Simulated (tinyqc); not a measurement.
Scan in temperature at fixed frequency: admittance spectroscopy and thermally stimulated current of one trap level in a depletion layer. Computed by tinyqc, a small Python program. Command: `OMP_NUM_THREADS=1 python tinyqc.py 3112540 3112541 out.jsonl admit walk`. One thread of a shared host (Intel(R) Xeon(R) Processor @ 2.30GHz), about 0.01 s of CPU time with the checks.

A Schottky junction on n-type material holds one donor-like electron trap; shallow donors are fully ionised and abrupt depletion edges are assumed.

Inputs (values chosen for the exercise, modelled on n-type germanium):

| quantity | value | unit |
|---|---|---|
| dielectric constant eps | 16 | - |
| density-of-states mass m | 0.567 | m_0 |
| shallow doping N | 7e+15 | 1/cm^3 |
| trap density N_t | 2e+15 | 1/cm^3 |
| trap depth E_t below the band | 0.215 | eV |
| capture cross section sigma | 2.7e-16 | cm^2 |
| band bending V_b | 0.36 | V |
| test frequency f | 300 | Hz |

Constants: k_B = 1.380649e-23 J/K; m_0 = 9.1093837015e-31 kg; h = 6.62607015e-34 J s; k_B = 8.617333262e-05 eV/K; eps_0 = 8.8541878128e-12 F/m; e = 1.602176634e-19 C.

Method:
- N_c = 2 (2 pi m k_B T/h^2)^(3/2), v_th = sqrt(3 k_B T/m), emission rate e_n = sigma v_th N_c exp(-E_t/(k_B T)).
- Where the level crosses the Fermi level capture equals emission, so the trap follows the signal with the rate 2 e_n; G/omega peaks at omega = 2 e_n (the correction for large N_t/N is left out).
- Solve 2 e_n(T_p) = 2 pi f.
- With E_c - E_F = k_B T_p ln(N_c/N): lambda = sqrt(2 eps eps_0 (E_t - (E_c - E_F))/(e^2 N)); traps are empty and charged for x < x_t = w - lambda, and V_b = e (N w^2 + N_t x_t^2)/(2 eps eps_0). High frequency: C_hf = eps eps_0/w. Low frequency: C_lf = eps eps_0 (N + N_t)/(N w + N_t x_t).
- With x = omega/(2 e_n): C = C_hf + (C_lf - C_hf)/(1 + x^2), G/omega = (C_lf - C_hf) x/(1 + x^2); C_hf and C_lf are held at their values at T_p.

peak temperature T_p = 152.793 K

C_hf = 47.9473 nF/cm^2

C_lf = 55.5734 nF/cm^2

Admittance:

| T (K) | omega/(2 e_n) | C (nF/cm^2) | G/omega (nF/cm^2) |
|---|---|---|---|
| 134.5 | 11.893 | 48.001 | 0.6367 |
| 140.6 | 4.867 | 48.256 | 1.5035 |
| 145.2 | 2.601 | 48.929 | 2.5545 |
| 149.7 | 1.460 | 50.383 | 3.5556 |
| 152.8 | 0.999 | 51.764 | 3.8130 |
| 155.8 | 0.702 | 53.057 | 3.5858 |
| 160.4 | 0.418 | 54.438 | 2.7149 |
| 166.5 | 0.220 | 55.223 | 1.5974 |
| 174.2 | 0.103 | 55.493 | 0.7804 |

What follows from these numbers?

The peak of G/omega is half the step, 3.81 nF/cm^2. Its full width is near 2 ln(2 + sqrt3) k_B T_p^2/(E_t + 2 k_B T_p) = 22.0 K.

Extremes, crossings and ranges named in words are read from the listed rows.
